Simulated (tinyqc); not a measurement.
What moves the results: cyclotron resonance of ellipsoidal valleys, Si type. A value that a table varies takes the place of the one given here.

Valleys along [100], [010], [001] (each with its opposite partner), mass ml along the axis and mt across it. B lies in the (1-10) plane, b = (sin(theta)/sqrt2, sin(theta)/sqrt2, cos(theta)). For the angle phi between B and the axis, 1/mc^2 = cos^2(phi)/mt^2 + sin^2(phi)/(mt ml). Resonance: h nu = 2 muB B/mc, h = 2 pi hbar.

Constants: hbar = 6.58211957e-16 eV s; muB = 5.788381798e-05 eV/T.

Parameters, chosen for this exercise (near those of Si; not measured data): ml = 0.896 m0 (longitudinal mass); mt = 0.183 m0 (transverse mass); ths = (0, 20, 35, 50, 65, 80, 90) degrees (angles); g1 = 4.29 (Luttinger gamma1); g2 = 0.34 (gamma2); g3 = 1.45 (gamma3); theta = 66 degrees (angle of B from [001] towards [110]); nu = 24 GHz (microwave frequency).

## Rotating the field

mc against theta; [100] and [010] stay equal in this plane.

Cyclotron masses (m0):
```
theta (degrees)   [100]   [001]
0                0.4049  0.1830
20               0.3654  0.1922
35               0.3161  0.2130
50               0.2766  0.2507
65               0.2511  0.3109
80               0.2382  0.3831
90               0.2358  0.4049
```

All valleys give one line at theta = 54.7 degrees, B along [111], with mc = 0.2671. The [001] pair goes from mt to sqrt(ml mt), a factor 2.21; the other four only fall from sqrt(ml mt) to 0.2358, since their angle to B never drops below 45 degrees.

## Heavy and light holes (cyclotron masses of warped hole bands)

E = c k^2 f(n) with f = g1 -/+ 2 sqrt(g2^2 + 3 (g3^2 - g2^2)(nx^2 ny^2 + ny^2 nz^2 + nz^2 nx^2)). For the orbit through k = 0 perpendicular to b = (sin(theta)/sqrt2, sin(theta)/sqrt2, cos(theta)), mc is the mean of 1/f over the directions n in that plane (180 evenly spaced angles). Quantum effects of the lowest levels are left out.

Cyclotron masses (m0):
```
theta (degrees)   heavy   light
0                0.4176  0.1677
20               0.4654  0.1587
35               0.5316  0.1507
50               0.5678  0.1468
65               0.5642  0.1476
80               0.5505  0.1520
90               0.5463  0.1541
```

The heavy mass varies by 36 % over the table, with its largest listed value at 50 degrees ([111] lies at 54.7) and its smallest at 0; the light mass varies by 14.2 %. The warping term enters both with the same size, but it is set against a small inverse mass in one and a large one in the other (along [111], g1 - 2 g3 = 1.39 and g1 + 2 g3 = 7.19).

## What each parameter does

Resonance fields B = h nu mc/(2 muB) of the valleys [100] and [001]. Each row changes one parameter from the base and keeps the others.

Results:
```
case                [100] (T)  [001] (T)
base                   0.2142     0.2707
ml = 1.03 m0           0.2174     0.2801
mt = 0.201 m0          0.2328     0.2902
theta = 70 degrees     0.2105     0.2877
nu = 26.4 GHz          0.2357     0.2978
```

The largest shifts from the base row, up to three for each result and ties (the steps differ in size, so this ranks the rows, not the parameters). [100] (T): nu +0.0214, mt +0.0185, theta -0.0038. [001] (T): nu +0.0271, mt +0.0195, theta +0.0170.

tinyqc: `OMP_NUM_THREADS=1 python tinyqc.py 1281684 1281685 out.jsonl`; about 0.01 s, one thread, shared Intel(R) Xeon(R) Processor @ 2.30GHz.
